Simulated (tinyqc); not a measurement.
# AlGaN/GaN HEMT with access regions, lumped model: what changes with what

A polarisation-induced electron sheet under a Schottky gate, in series with two ungated access regions and contacts. Drift law v = mu E/(1 + mu E/vs) under the gate. Currents in mA/mm, resistances in ohm mm. No self-heating, no channel-length modulation; fits for polarisation, barrier and offset are chosen for the exercise.

Parameters, values chosen for the exercise; values close to those of AlGaN/GaN structures: aluminium share of the barrier x = 0.27; barrier thickness d = 30 nm; relative permittivity of barrier and channel eps_r = 9.1; channel mobility mu = 1900 cm^2/(V s); saturation velocity vs = 1.3e7 cm/s; gate length Lg = 0.25 um; source access length Ls = 0.5 um; drain access length Ld = 1.5 um; resistance of each contact Rc = 0.43 ohm mm; share of the drain-access electrons removed by traps ft = 0.35; gate voltage Vg = 0 V; critical field Ec = 3.3 MV/cm; depth over which the depleted charge spreads te = 0.47 um; insulator under the field plate tf = 100 nm; relative permittivity of that insulator ei = 7.

Constants: q = 1.602176634e-19 C, eps0 = 8.8541878128e-14 F/cm where lengths are in cm. Results are converted to the units shown.

Each table varies one quantity; the others keep the values above.

## Field plate: effect of the aluminium share of the barrier

sigma = (5e13 x + 1.6e13 x^2) cm^-2, phiB = 0.84 + 1.3 x, dEc = 0.7 (1.71 x + x^2) in volts, Cb = eps0 eps_r/d, VT = phiB - dEc - q sigma/Cb, access density n0 = -Cb VT/q. Off state: a depleted stretch that holds the voltage V has the peak field sqrt(k V), k = 2 q n0/(eps0 eps_r te), so one edge holds V1 = Ec^2/k. The sheet under the plate pinches off at Vf = q n0 (1/Cb + tf/(eps0 ei)); beyond it the gate edge is screened. BV = V1 if Vf >= V1, else Vf + V1, and at most Ec Ld.

The same in every row: Ec Ld (V) = 495.00.

Result of one run:
```
x	Vf (V)	V1 (V)	BV (V)
0.34	55.736	73.465	129.20
```

What becomes of these results when the aluminium share of the barrier x is changed from 0.34 to 0.3, all else the same?

Result of the changed run:
```
x	Vf (V)	V1 (V)	BV (V)
0.3	47.996	85.312	133.31
```

The whole series:
```
x	Vf (V)	V1 (V)	BV (V)
0.14	18.785	217.97	236.76
0.18	25.825	158.55	184.38
0.22	33.041	123.93	156.97
0.26	40.431	101.27	141.71
0.3	47.996	85.312	133.31
0.34	55.736	73.465	129.20
0.38	63.651	64.330	127.98
```

BV falls from 237 to 128 V. The plate helps (Vf < V1) in 7 of the 7 rows, and the access length caps BV in 0. More sheet charge lowers Ron but steepens the field, so V1 falls. For x = 0.34 to 0.38 the barrier is thick and rich enough in aluminium to relax or crack.

## Effect of the gate length

Access resistance R(L, n) = L/(q mu n sqrt(1 - (I/(q n vs))^2)); Rs = Rc + R(Ls, n0), Rd = Rc + R(Ld, (1 - ft) n0). Vg' = Vg - I Rs, Vd' = Vd - I (Rs + Rd); with u = Vg' - VT, Vc = vs Lg/mu and w the smaller of Vd' and Vc [sqrt(1 + 2 u/Vc) - 1] (0 if negative), the channel gives (mu Cb/Lg)(u w - w^2/2)/(1 + w/Vc). I equals that channel current. Isat is I at Vd = 10 V, gm = dIsat/dVg, Ron the limit of Vd/I at small Vd.

The same in every row: VT (V) = -7.932; n0 (cm^-2) = 1.330e13.

Effect of the gate length:
```
Lg (um)	Ron (ohm mm)	Isat (mA/mm)	gm (mS/mm)
0.05	1.566	1786	0.2160
0.09	1.576	1786	0.4332
0.16	1.593	1785	0.9550
0.29	1.625	1783	2.982
0.52	1.682	1750	244.0
0.93	1.783	1601	233.9
1.7	1.974	1414	218.6
3	2.295	1212	199.1
```

Read the table: what changes, and by how much?

As Lg goes from 0.05 to 3 um, Ron rises from 1.57 to 2.29 ohm mm, Isat falls from 1790 to 1210 mA/mm and gm goes from 0.216 through a maximum of 244 (at Lg = 0.52 um among the rows listed) to 199 mS/mm. The ceiling Cb vs is 349 mS/mm. In every row the power passes 5 W/mm, where self-heating, left out here, lowers the current. For Lg = 0.05 to 0.29 um the gated channel is not yet saturated at 10 V, because the access regions take the voltage, and gm drops.

## Effect of the gate voltage

Same model as above.

The same in every row: VT (V) = -7.932; n0 (cm^-2) = 1.330e13.

Results:
```
Vg (V)	Ron (ohm mm)	Isat (mA/mm)	gm (mS/mm)
-7.5	2.687	57.22	182.3
-4.9	1.715	652.6	247.4
-3.6	1.667	978.7	253.5
-2.4	1.642	1285	255.9
-1.1	1.625	1617	255.5
0.2	1.614	1784	1.422
1.5	1.606	1785	0.3504
```

Estimate the missing row, Vg = -6.2 V.

Computed row:
```
Vg (V)	Ron (ohm mm)	Isat (mA/mm)	gm (mS/mm)
-6.2	1.836	338.3	234.1
```

With this row back in the table: As Vg goes from -7.5 to 1.5 V, Ron falls from 2.69 to 1.61 ohm mm, Isat rises from 57.2 to 1790 mA/mm and gm goes from 182 through a maximum of 256 (at Vg = -2.4 V among the rows listed) to 0.350 mS/mm. The ceiling Cb vs is 349 mS/mm. For Vg = -4.9 to 1.5 V the power passes 5 W/mm, where self-heating, left out here, lowers the current. For Vg = 0.2 to 1.5 V the gated channel is not yet saturated at 10 V, because the access regions take the voltage, and gm drops. At Vg = 1.5 V Vg comes within 0.2 V of phiB or passes it, so at low drain current, as for Ron, the Schottky gate would conduct.

Computed by the program tinyqc: `OMP_NUM_THREADS=1 python tinyqc.py 2570122 2570123 out.jsonl`, one thread of a shared Intel Xeon 2.30GHz, about 0.03 s for the whole run.
